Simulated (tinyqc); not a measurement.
MOS inversion layer, Poisson-Schroedinger loop: effect of the sheet density of depletion charge.

Electrons confined at an insulator interface at z = 0, treated as a hard wall; parabolic valleys, Hartree approximation, no image or exchange terms. The depletion charge lies far deeper than the electrons and gives a uniform field q Nd/(eps0 eps_r); the gate balances all charge. Energies are counted from the band edge at the interface.

Schroedinger equation -(C/mz) psi'' + (V0 + U) psi = E psi, C = hbar^2/(2 m0), psi(0) = 0, on a uniform mesh of 800 nodes with a far wall at 73 nm, 8 levels a set; V0 = q Nd z/(eps0 eps_r); dU/dz = q (Ns - integral of n from 0 to z)/(eps0 eps_r), U(0) = 0; N_k = g md m0 q Vt/(pi hbar^2) ln(1 + exp((EF - E_k)/Vt)), g the number of valleys of the set, sum N_k = Ns. Triangular well: E_k = a_k (C F^2/mz)^(1/3), a_1 = 2.338107, a_2 = 4.087949, C = hbar^2/(2 m0), F in eV/nm. Fang-Howard (all electrons in the lowest level of set A): b^3 = 6 (mz1/C) q (Nd + 11 Ns/32)/(eps0 eps_r), centroid 3/b, level C b^2/(4 mz1) + (3/b) q (Nd + 11 Ns/16)/(eps0 eps_r). The centroid adds 3.9 z_av/eps_r to an oxide-equivalent thickness. Shares under 0.0001 % are printed as 0.

Values chosen for this exercise; masses and permittivity close to those of In0.53Ga0.47As: temperature T = 200 K; relative permittivity eps_r = 14.2; mass along z of valley set A (1 valley(s)) mz1 = 0.0408 m0; in-plane density-of-states mass of set A md1 = 0.0408 m0; sheet density of electrons Ns = 1.5e12 cm^-2.

Constants: q = 1.602176634e-19 C, kB = 1.380649e-23 J/K, hbar = 1.054571817e-34 J s, m0 = 9.1093837015e-31 kg, Vt = kB T/q, eps0 = 8.8541878128e-14 F/cm where lengths are in cm, hbar^2/(2 m0) = 0.0380998212 eV nm^2. Results are converted to the units shown.

Effect of the sheet density of depletion charge:

| Nd (cm^-2) | A1 (meV) | A2 (meV) | EF (meV) | share of A1 (%) | share of A2 (%) | centroid z_av (nm) | added oxide equivalent (nm) | Fang-Howard centroid (nm) |
|---|---|---|---|---|---|---|---|---|
| 1e11 | 150 | 210 | 216 | 75.6 | 17.4 | 10.2 | 2.81 | 8.12 |
| 1.7e11 | 155 | 218 | 223 | 78.3 | 16.9 | 9.30 | 2.56 | 7.83 |
| 3.1e11 | 164 | 234 | 236 | 82.9 | 14.9 | 8.12 | 2.23 | 7.36 |
| 5.3e11 | 178 | 261 | 256 | 88.4 | 10.9 | 7.05 | 1.94 | 6.81 |
| 9.4e11 | 204 | 310 | 288 | 95.1 | 4.84 | 5.95 | 1.63 | 6.10 |
| 1.6e12 | 244 | 384 | 331 | 99.1 | 0.881 | 5.09 | 1.40 | 5.38 |
| 2.9e12 | 316 | 516 | 404 | 100 | 0.0290 | 4.32 | 1.19 | 4.59 |
| 5e12 | 418 | 699 | 506 | 100 | 2.56e-4 | 3.68 | 1.01 | 3.91 |

As Nd goes from 1e11 to 5e12, A1 rises from 150 to 418 meV, the share of A1 rises from 75.6 to 100 % and the centroid falls from 10.2 to 3.68 nm. A1 goes as Nd^(0.51) between the last two rows (a triangular well in the field of that charge alone gives 2/3). The Fang-Howard centroid is 21 % below the full one in the first row, where A1 holds 75.6 %, and 6.2 % above it in the last, where A1 holds 100 %. For Nd = 5.3e11, 9.4e11, 1.6e12, 2.9e12, 5e12 the energies exceed 0.25 eV, where non-parabolicity matters for so light a mass.

Numbers from tinyqc (`OMP_NUM_THREADS=1 python tinyqc.py 2160061 2160062 out.jsonl`; about 0.5 s on one thread of a shared Intel Xeon 2.30GHz).
